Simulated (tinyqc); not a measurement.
Born-Oppenheimer dynamics on the RHF/3-21g surface (energies and gradients from PySCF), for H3+, spin multiplicity 1, step by step. Computed by tinyqc, a small Python program that keeps every step (integrals from PySCF). Settings: charge = 1, multiplicity = 1, basis = 3-21g, time step (fs) = 0.5, steps = 24. Command: `OMP_NUM_THREADS=1 python tinyqc.py 25006 25007 out.jsonl` (the two numbers bound the seeds that draw the settings). One thread of a shared host (Intel(R) Xeon(R) Processor @ 2.60GHz), about 0.9 s of CPU time with the checks.

## Velocity Verlet step 1

positions (bohr):
```
          x        y        z
1H  -0.0094  -0.0454  -0.0472
2H  -0.0227  -0.0831   1.5855
3H   0.0718   1.3814   0.7408
```

velocities (bohr per atomic time unit):
```
             x           y           z
1H  -0.0002383   0.0000960   0.0001190
2H  -0.0003853  -0.0002970   0.0000820
3H   0.0006237   0.0002010  -0.0002010
```

gradient (hartree/bohr):
```
            x          y          z
1H  -0.000192  -0.003949  -0.007155
2H  -0.000945  -0.014144   0.013003
3H   0.001137   0.018093  -0.005848
```

masses (electron masses): 1H 1837.1526, 2H 1837.1526, 3H 1837.1526

gradient after step 1 (hartree/bohr):
```
            x          y          z
1H  -0.000203  -0.003423  -0.006189
2H  -0.001235  -0.015363   0.013043
3H   0.001438   0.018786  -0.006854
```

dt = 0.5 fs = 20.6707 atomic units; x' = x + v dt - g dt^2 / (2m); after the new gradient g', v' = v - (g + g') dt / (2m).

positions after step 1 (bohr):
```
          x        y        z
1H  -0.0144  -0.0429  -0.0440
2H  -0.0305  -0.0876   1.5857
3H   0.0846   1.3834   0.7373
```

velocities after step 1 (bohr per atomic time unit):
```
             x           y           z
1H  -0.0002361   0.0001375   0.0001941
2H  -0.0003731  -0.0001310  -0.0000645
3H   0.0006092  -0.0000065  -0.0001295
```

## Velocity Verlet step 2

gradient after step 2 (hartree/bohr):
```
            x          y          z
1H  -0.000165  -0.002344  -0.004198
2H  -0.001448  -0.015478   0.011747
3H   0.001614   0.017822  -0.007549
```

As before.

positions after step 2 (bohr):
```
          x        y        z
1H  -0.0192  -0.0397  -0.0392
2H  -0.0381  -0.0886   1.5828
3H   0.0970   1.3811   0.7354
```

velocities after step 2 (bohr per atomic time unit):
```
             x           y           z
1H  -0.0002340   0.0001699   0.0002525
2H  -0.0003580   0.0000425  -0.0002040
3H   0.0005920  -0.0002124  -0.0000485
```

## Energy conservation

The total energy should stay constant up to terms of order dt^2; the step counts as short enough if it moves by less than 2 % of the largest kinetic energy.

Trajectory:
```
time (fs)  1H-2H (angstrom)  potential (hartree)  kinetic (hartree)  total (hartree)
0.0000               0.8643            -1.269104           0.000729        -1.268376
0.5000               0.8627            -1.268981           0.000607        -1.268374
1.0000               0.8588            -1.269035           0.000659        -1.268376
1.5000               0.8529            -1.269230           0.000849        -1.268381
2.0000               0.8456            -1.269484           0.001097        -1.268388
2.5000               0.8378            -1.269699           0.001306        -1.268393
3.0000               0.8307            -1.269796           0.001402        -1.268394
3.5000               0.8252            -1.269755           0.001364        -1.268392
4.0000               0.8224            -1.269619           0.001233        -1.268386
4.5000               0.8227            -1.269475           0.001094        -1.268381
5.0000               0.8264            -1.269405           0.001026        -1.268379
5.5000               0.8332            -1.269439           0.001058        -1.268382
6.0000               0.8422            -1.269541           0.001155        -1.268387
6.5000               0.8523            -1.269633           0.001242        -1.268391
7.0000               0.8623            -1.269646           0.001254        -1.268392
7.5000               0.8709            -1.269561           0.001172        -1.268389
8.0000               0.8771            -1.269418           0.001034        -1.268384
8.5000               0.8801            -1.269293           0.000913        -1.268380
9.0000               0.8797            -1.269255           0.000877        -1.268378
9.5000               0.8756            -1.269337           0.000958        -1.268379
10.0000              0.8682            -1.269513           0.001129        -1.268384
10.5000              0.8583            -1.269706           0.001315        -1.268391
11.0000              0.8467            -1.269813           0.001417        -1.268396
11.5000              0.8347            -1.269758           0.001361        -1.268397
12.0000              0.8238            -1.269541           0.001151        -1.268391
```

The total energy moves within 2.3e-05 hartree, under 2 % of the largest kinetic energy.
